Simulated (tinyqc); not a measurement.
Doping the contact: Schottky barrier with interface states (Cowley-Sze model), image lowering and contact resistance. Computed by tinyqc, a small Python program. Command: `OMP_NUM_THREADS=1 python tinyqc.py 3026334 3026335 out.jsonl pinning walk`. One thread of a shared host (Intel(R) Xeon(R) Processor @ 2.30GHz), about 0.01 s of CPU time with the checks.

An n-type semiconductor under a metal. The barrier lies between the Schottky-Mott limit phi_M - chi and the Bardeen limit E_g - E_n, E_n being the neutrality level of the interface states; the space-charge term of the full Cowley-Sze expression is left out.

Inputs (values chosen for the exercise, for a model semiconductor):
```
quantity                                       value         unit
gap E_g                                         1.28           eV
electron affinity chi                           4.45           eV
metal work function phi_M                       5.39           eV
neutrality level E_n above the valence band    0.879           eV
interface-state density D                    1.2e+14  cm^-2 eV^-1
dipole layer thickness delta                    0.49           nm
dipole layer constant eps_i                        1            -
dielectric constant eps_s                       13.6            -
electron mass m_e                             0.0906          m_0
valleys M_c                                        1            -
temperature T                                    300            K
```

Pinning factor from: interface states.

Constants: e = 1.602176634e-19 C; eps_0 = 8.8541878128e-12 F/m; k_B = 8.617333262e-05 eV/K; hbar = 1.054571817e-34 J s; m_0 = 9.1093837015e-31 kg; k_B = 1.380649e-23 J/K; h = 6.62607015e-34 J s.

Method:
- S = 1/(1 + e^2 D delta/(eps_i eps_0)); for D per eV, e^2 D is the number e x D in SI units, with 1 cm^-2 = 1e4 m^-2.
- phi_B = S (phi_M - chi) + (1 - S)(E_g - E_n); the hole barrier is E_g - phi_B.
- A* = 4 pi e m_e M_c k_B^2/h^3 (a simple valley count); J_s = A* T^2 exp(-phi/k_B T).
- E_00 = (e hbar/2) sqrt(N/(m_e eps_s eps_0)), E_0 = E_00 coth(E_00/k_B T); scaling form of the contact resistivity rho_c = (k_B/(e A* T)) exp(phi_B/E_0), which is the thermionic result when E_00 << k_B T and keeps only the leading exponential of tunnelling when E_00 >> k_B T; image lowering is left out of it.
- Regimes: thermionic below E_00/k_B T = 0.5, field emission above 5.

barrier phi_B = 0.447306 eV

Against doping:
```
N (cm^-3)  1e10/sqrt(N)  E_00/k_B T  rho_c (ohm cm^2)                     regime
1.00e+16     1.0000e+02  6.4699e-02        8.4190e-01        thermionic emission
1.00e+17     3.1623e+01  2.0460e-01        6.8015e-01        thermionic emission
1.00e+18     1.0000e+01  6.4699e-01        1.0898e-01  thermionic-field emission
3.00e+18     5.7735e+00  1.1206e+00        6.8861e-03  thermionic-field emission
1.00e+19     3.1623e+00  2.0460e+00        9.4058e-05  thermionic-field emission
3.00e+19     1.8257e+00  3.5437e+00        3.4535e-06  thermionic-field emission
1.00e+20     1.0000e+00  6.4699e+00        3.8260e-07             field emission
3.00e+20     5.7735e-01  1.1206e+01        1.2356e-07             field emission
1.00e+21     3.1623e-01  2.0460e+01        6.1460e-08             field emission
```

Over the thermionic rows rho_c changes by a factor 1.2 only, and then it falls fast, by 7.1 decades in all; in field emission ln rho_c is linear in 1/sqrt(N). It passes below 1e-7 ohm cm^2 at N = 1e21 cm^-3 of those listed.
